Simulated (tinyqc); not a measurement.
What moves the coefficients: Boltzmann transport in a parabolic band with a power-law relaxation time.

F_j(eta) = (1/Gamma(j + 1)) integral_0^infinity x^j dx/(1 + exp(x - eta)), which tends to exp(eta) for eta << 0.

n = N F_1/2(eta) with N = 2 (m kB T/(4 pi c))^(3/2) with c = hbar^2/2m0, in 1/angstrom^3; times 1e24 for 1/cm^3, m = md.

tau = tau0 x^r with x = E/kT. With K_j = Gamma(j + 1) F_j(eta): <tau> = tau0 (r + 3/2) K_(r+1/2)/((3/2) K_(1/2)); mu = <tau>/(mc m0/e), m0/e = 5.685630e-12 kg/C; Hall factor rH = (3/2) K_(1/2) (2r + 3/2) K_(2r+1/2)/((r + 3/2) K_(r+1/2))^2; Seebeck S = -(kB/e) [(r + 5/2) K_(r+3/2)/((r + 3/2) K_(r+1/2)) - eta]; Lorenz number L = (kB/e)^2 [(r + 7/2) K_(r+5/2)/((r + 3/2) K_(r+1/2)) - ((r + 5/2) K_(r+3/2)/((r + 3/2) K_(r+1/2)))^2]; kB/e in V/K. Valley anisotropy is left out of rH.

Constants: hbar^2/2m0 = 3.80998211 eV angstrom^2; kB = 8.617333262e-05 eV/K.

Values chosen for the exercise (masses near those of InP; tau0 is set for a mobility of the usual size at this n, kL is a free input; freeze-out and phonon drag, which matter near 77 K, are left out; shifted at random, so the results belong to these values and not to a real crystal): md = 0.075 m0 (density-of-states mass); mc = 0.0754 m0 (conductivity mass); tau0 = 580 fs (tau at E = kT); r = 0 (exponent of tau); T = 77 K; kL = 2.8 W/(m K) (lattice thermal conductivity); n = 1.6e+16 1/cm^3 (electron density).

sigma = e n mu with e = 1.602176634e-19 C; ZT = S^2 sigma T/(kL + L sigma T).

One parameter was then changed.

Results before and after:

| case | mu (cm^2/(V s)) | sigma (S/cm) | S (microvolt/K) | ZT |
|---|---|---|---|---|
| base | 1.353e+04 | 34.68 | -340.7 | 0.0110 |
| changed | 1.353e+04 | 69.36 | -282.7 | 0.0152 |

Which of these changes was made? (a) n = 3.2e+16 1/cm^3; (b) tau0 = 870 fs; (c) mc = 0.098 m0; (d) md = 0.098 m0; (e) T = 127 K; (f) kL = 1.4 W/(m K).

Answer: (a) n = 3.2e+16 1/cm^3. Of the candidates, run in turn, only this one gives the changed row.

All candidates:

| case | mu (cm^2/(V s)) | sigma (S/cm) | S (microvolt/K) | ZT |
|---|---|---|---|---|
| base | 1.353e+04 | 34.68 | -340.7 | 0.0110 |
| md = 0.098 m0 | 1.353e+04 | 34.68 | -374.7 | 0.0134 |
| mc = 0.098 m0 | 1.041e+04 | 26.68 | -340.7 | 0.00850 |
| n = 3.2e+16 1/cm^3 | 1.353e+04 | 69.36 | -282.7 | 0.0152 |
| tau0 = 870 fs | 2.029e+04 | 52.02 | -340.7 | 0.0166 |
| kL = 1.4 W/(m K) | 1.353e+04 | 34.68 | -340.7 | 0.0221 |
| T = 127 K | 1.353e+04 | 34.68 | -404.4 | 0.0257 |

The row for T keeps tau0 fixed; for phonon scattering tau0 itself falls as T rises.

Run: tinyqc, `OMP_NUM_THREADS=1 python tinyqc.py 1650197 1650198 out.jsonl`; Intel(R) Xeon(R) Processor @ 2.30GHz, one thread, shared host; about 0.01 s of CPU time with all checks.
